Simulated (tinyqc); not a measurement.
Inside a calculation. Method: plane-wave Kohn-Sham cycle with exchange-only LDA in a layered model solid. One step of it, computed by the program tinyqc.

Question. Iteration 1: potential. V_H(G) = 4 pi rho(G)/G^2 for G != 0 (uniform background); v_x = -(3 rho/pi)^(1/3); V = V_ext + V_H + v_x; Fourier components f(G_m) = (1/N) sum_j f(x_j) exp(-i G_m x_j).

A solid whose potential varies along x alone (atomic units):

| parameter | value |
|---|---|
| period a | 11.100000 |
| cross-section of the cell | 37.000000 |
| electrons per cell | 4 |
| grid points | 16 |
| plane waves -n..n, n | 3 |
| k points | 3 |
| V1 in V1 cos(2 pi x/a) | -0.530000 |
| V2 in V2 cos(4 pi x/a) | -0.010000 |

density at the start, on the grid x_j = j a/N (e/bohr^3): 0.00973947  0.00973947  0.00973947  0.00973947  0.00973947  0.00973947  0.00973947  0.00973947  0.00973947  0.00973947  0.00973947  0.00973947  0.00973947  0.00973947  0.00973947  0.00973947

Give: Potentials on the grid; V(G_m), m = 0, 1, 2, ....

Answer.

Potentials on the grid (hartree):

| x | V_ext | V_H | v_x | V |
|---|---|---|---|---|
| 0.0000 | -0.5400 | 0.0000 | -0.2103 | -0.7503 |
| 0.6937 | -0.4967 | 0.0000 | -0.2103 | -0.7070 |
| 1.3875 | -0.3748 | 0.0000 | -0.2103 | -0.5851 |
| 2.0812 | -0.1958 | 0.0000 | -0.2103 | -0.4060 |
| 2.7750 | 0.0100 | 0.0000 | -0.2103 | -0.2003 |
| 3.4688 | 0.2099 | 0.0000 | -0.2103 | -4.05e-04 |
| 4.1625 | 0.3748 | 0.0000 | -0.2103 | 0.1645 |
| 4.8563 | 0.4826 | 0.0000 | -0.2103 | 0.2723 |
| 5.5500 | 0.5200 | 0.0000 | -0.2103 | 0.3097 |
| 6.2438 | 0.4826 | 0.0000 | -0.2103 | 0.2723 |
| 6.9375 | 0.3748 | 0.0000 | -0.2103 | 0.1645 |
| 7.6312 | 0.2099 | 0.0000 | -0.2103 | -4.05e-04 |
| 8.3250 | 0.0100 | 0.0000 | -0.2103 | -0.2003 |
| 9.0188 | -0.1958 | 0.0000 | -0.2103 | -0.4060 |
| 9.7125 | -0.3748 | 0.0000 | -0.2103 | -0.5851 |
| 10.4062 | -0.4967 | 0.0000 | -0.2103 | -0.7070 |

V(G_m), m = 0, 1, 2, ... (hartree): -0.2103  -0.2650  -0.0050  0.0000  0.0000  0.0000  0.0000
